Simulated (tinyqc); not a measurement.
RKS/PBE in the 6-31g basis, for H2, spin multiplicity 1, step by step. One step of it, computed by the program tinyqc.

Task: Orthogonalisation. S = U s U^T; symmetric (Loewdin) form X = U s^(-1/2) U^T, so that X^T S X = 1.

overlap S, order 1H 1s, 1H 2s, 2H 1s, 2H 2s:
```
[[1.000000, 0.658292, 0.319244, 0.448193],
 [0.658292, 1.000000, 0.448193, 0.789898],
 [0.319244, 0.448193, 1.000000, 0.658292],
 [0.448193, 0.789898, 0.658292, 1.000000]]
```

Give: eigenvalues of S; X.

Result:

eigenvalues of S: [0.1300, 0.4233, 0.7609, 2.6858]

X, order 1H 1s, 1H 2s, 2H 1s, 2H 2s:
```
[[1.2615, -0.4976, -0.0916, 0.0444],
 [-0.4976, 1.7722, 0.0444, -0.7950],
 [-0.0916, 0.0444, 1.2615, -0.4976],
 [0.0444, -0.7950, -0.4976, 1.7722]]
```
